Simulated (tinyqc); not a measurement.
Comparisons within one model: sp3s* tight binding. A value that a table varies takes the place of the one given here.

sp3s* tight binding, nearest neighbours only: anion (a) at 0, cation (c) at a/4 (1,1,1), orbitals s, px, py, pz, s* on each; k in units of 2 pi/a. With phases e_j = exp(i (pi/2) k.n_j) for n = (1,1,1), (1,-1,-1), (-1,1,-1), (-1,-1,1): g0 = (e1+e2+e3+e4)/4, g1 = (e1+e2-e3-e4)/4, g2 = (e1-e2+e3-e4)/4, g3 = (e1-e2-e3+e4)/4. The diagonal holds the levels Esa, Epa, Exa (s*) and Esc, Epc, Exc. Anion-cation block: <sa|sc> = Vss g0; <sa|xc> = Vsapc g1; <xa|sc> = -Vscpa g1; <xa|xc> = Vxx g0; <xa|yc> = <ya|xc> = Vxy g3, <xa|zc> = <za|xc> = Vxy g2, <ya|zc> = <za|yc> = Vxy g1; <s*a|xc> = Vxapc g1; <xa|s*c> = -Vpaxc g1; y and z take g2 and g3 in place of g1; s-s* and s*-s* vanish.

Inputs chosen for the exercise (near a published set for Si, fitted to gaps, whose masses and valley positions are rough; not measured data): Esa = -4.173 eV (s level of the anion); Epa = 1.717 eV (p level of the anion); Esc = -4.173 eV (s level of the cation); Epc = 1.717 eV (p level of the cation); Exa = 6.683 eV (s* level of the anion); Exc = 6.683 eV (s* level of the cation); Vss = -8.344 eV (s-s); Vxx = 1.709 eV (px-px); Vxy = 4.595 eV (px-py); Vsapc = 5.714 eV (s anion, p cation); Vscpa = 5.714 eV (s cation, p anion); Vxapc = 5.358 eV (s* anion, p cation); Vpaxc = 5.358 eV (p anion, s* cation); eta = 3 (scaling exponent); D001 = 0.76 (ratio -ezz/exx).

## What the s* orbital does

The s* couplings Vxapc and Vpaxc are scaled by f; f = 0 is the plain sp3 model. Gaps from the top of the valence band at Gamma; the Delta value is the minimum on (x,0,0), 0.5 <= x <= 1.

Gaps (eV):

| f | Gamma | Delta | L | x of the minimum |
|---|---|---|---|---|
| 0.00 | 3.4180 | 4.0710 | 4.0305 | 0.500 |
| 0.25 | 3.4180 | 3.7845 | 3.8456 | 0.500 |
| 0.50 | 3.4180 | 3.1308 | 3.4301 | 0.557 |
| 0.75 | 3.4180 | 2.1835 | 2.9592 | 0.696 |
| 0.90 | 3.4180 | 1.5751 | 2.6854 | 0.722 |
| 1.00 | 3.4180 | 1.1689 | 2.5116 | 0.730 |
| 1.10 | 3.4180 | 0.7655 | 2.0990 | 0.735 |

How do the results move?

The gap at Gamma stays, since g1 to g3 vanish there. From f = 0 to 1 the s* levels lower the Delta value by 2.902 eV and L by 1.519 eV. For f = 0 and 0.25 the least value lies at x = 0.5, the end of the range: any valley further out lies above that value until s* has lowered it enough. The lowest of the three is Gamma at f = 0 and the Delta line at f = 1.

## Hydrostatic strain (sp3s* tight binding, strained)

Strain e moves each bond vector to d = (1 + e) d0 (no internal displacement for the diagonal strains used here) and k is given in fractions of the strained reciprocal cell, so the phases stay. Two-centre values Vss_sigma = Vss/4, Vsp_sigma = sqrt3 V/4 for each s-p and s*-p pair, Vpp_sigma = (Vxx + 2 Vxy)/4, Vpp_pi = (Vxx - Vxy)/4 are scaled by (d0/d)^eta and combined with the new direction cosines; the levels on the diagonal stay.

exx = eyy = ezz = e. Gaps as measured from the top of the valence band; the deformation potentials are (gap(0.01) - gap(-0.01))/0.06.

Gaps (eV):

| e | Gamma | Delta | L | x of the minimum |
|---|---|---|---|---|
| -0.03 | 3.7450 | 1.1945 | 2.5624 | 0.715 |
| -0.02 | 3.6316 | 1.1866 | 2.5486 | 0.720 |
| -0.01 | 3.5226 | 1.1780 | 2.5344 | 0.725 |
| 0.00 | 3.4180 | 1.1689 | 2.5116 | 0.730 |
| 0.01 | 3.3175 | 1.1594 | 2.3577 | 0.736 |
| 0.02 | 3.2209 | 1.1493 | 2.2094 | 0.741 |
| 0.03 | 3.1280 | 1.1387 | 2.0665 | 0.747 |

gap deformation potentials (eV): Gamma -3.419, Delta -0.311, L -2.945

What does this show, and why?

Per unit of volume strain the gaps move by -3.42 (Gamma), -0.31 (Delta) and -2.95 eV (L). The lowest valley stays the Delta line over the range. These potentials follow from the one exponent eta, which fitted models replace by one for each integral; with it the sizes are rough, the sign for Delta can be wrong (in Si, Ge and the III-V crystals measured values are small and positive), and the pressures at which valleys cross, and which valley takes over, are rough too. A gap of zero, where one is listed, marks an s level that has sunk below the valence top.

## Biaxial strain splits the top of the valence band (sp3s* tight binding, strained)

No spin-orbit coupling; k = 0; exx = eyy = e, ezz = -D001 e. The four bonds keep equal lengths, and the sums over them give Vxx(e) for px and py and Vzz(e) for pz; each level is the lower root of [[Epa, V], [V, Epc]], and the s level the upper root of the s block. The shear potential b follows from E(x,y) - E(z) = 3 b (exx - ezz), taken as the slope between e = -0.005 and 0.005.

Couplings and levels at Gamma (eV):

| e | ezz | Vxx(e) | Vzz(e) | E(x,y) | E(z) | E(x,y) - E(z) (meV) | upper s level |
|---|---|---|---|---|---|---|---|
| -0.020 | 0.0152 | 1.6393 | 1.9755 | 0.0777 | -0.2585 | 336.2 | 4.3778 |
| -0.010 | 0.0076 | 1.6752 | 1.8401 | 0.0418 | -0.1231 | 164.9 | 4.2744 |
| -0.005 | 0.0038 | 1.6924 | 1.7740 | 0.0246 | -0.0570 | 81.7 | 4.2227 |
| 0.005 | -0.0038 | 1.7251 | 1.6450 | -0.0081 | 0.0720 | -80.1 | 4.1193 |
| 0.010 | -0.0076 | 1.7407 | 1.5821 | -0.0237 | 0.1349 | -158.6 | 4.0675 |
| 0.020 | -0.0152 | 1.7703 | 1.4593 | -0.0533 | 0.2577 | -311.0 | 3.9641 |

b = -3.063 eV

What can be read from the table?

Under tension in the plane (e > 0) the bonds tilt towards the plane, Vxx grows to 1.7407 and Vzz falls to 1.5821 eV at e = 0.01, and the pz state forms the top of the valence band, by 158.6 meV; under compression (e = -0.01) the px, py pair does, by 164.9 meV. The slope gives b = -3.06 eV, a rough value, since on-site strain terms are left out (measured values lie near -2 eV).

## What each parameter does

Gaps from the top of the valence band at Gamma; Delta is the minimum on (x,0,0), 0.5 <= x <= 1. A change on one sublattice alone makes the two atoms unequal. Each row changes one parameter from the base and keeps the others.

Results:

| case | Ev (eV) | gap Gamma (eV) | gap Delta (eV) | gap L (eV) |
|---|---|---|---|---|
| base | 0.0080 | 3.4180 | 1.1689 | 2.5116 |
| Vxx = 1.409 eV | 0.3080 | 2.8180 | 0.8084 | 2.1872 |
| Exc = 6.983 eV | 0.0080 | 3.4180 | 1.2215 | 2.5139 |
| Vsapc = 6.014 eV | 0.0080 | 3.4180 | 1.2393 | 2.4996 |
| Esa = -4.373 eV | 0.0080 | 3.4180 | 1.1521 | 2.4415 |
| Vxapc = 5.558 eV | 0.0080 | 3.4180 | 1.0915 | 2.4075 |
| Vscpa = 5.514 eV | 0.0080 | 3.4180 | 1.1157 | 2.4148 |

What does this show?

The largest shifts from the base row, up to three for each result and ties (the steps differ in size, so this ranks the rows, not the parameters). Ev (eV): Vxx +0.3000; unchanged at the printed digits by Exc, Vsapc, Esa, Vxapc and Vscpa. gap Gamma (eV): Vxx -0.6000; unchanged at the printed digits by Exc, Vsapc, Esa, Vxapc and Vscpa. gap Delta (eV): Vxx -0.3605, Vxapc -0.0775, Vsapc +0.0703. gap L (eV): Vxx -0.3245, Vxapc -0.1042, Vscpa -0.0969. Exc, Vsapc, Vxapc and Vscpa cannot move Ev or the gap at Gamma, whose blocks do not hold them; s parameters never move Ev, and move the gap only where the lowest empty level at Gamma is s-like.

Program tinyqc; command `OMP_NUM_THREADS=1 python tinyqc.py 1452375 1452376 out.jsonl`; about 0.07 s on one thread of a shared Intel(R) Xeon(R) Processor @ 2.30GHz.
